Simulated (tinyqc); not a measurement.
# Thickness from two neighbouring fringes

Problem. At normal incidence a transparent film with an index between those of air and substrate, taken as constant, has reflectance minima at 2 n1 d = (m + 1/2) lam (small phase shifts at the substrate neglected). Find d and the order m of the shorter wavelength.

Inputs (values chosen for the exercise): index of the transparent film n1 = 2.421.

wavelengths of two neighbouring reflectance minima (nm): 436  494.13333

Solution. Neighbouring orders differ by one: 2 n1 d (1/lam1 - 1/lam2) = 1.

d = 765 nm
m = 8

Numbers from tinyqc (`OMP_NUM_THREADS=1 python tinyqc.py 2870173 2870174 out.jsonl`; about 0.01 s on one thread of a shared Intel Xeon 2.30GHz).
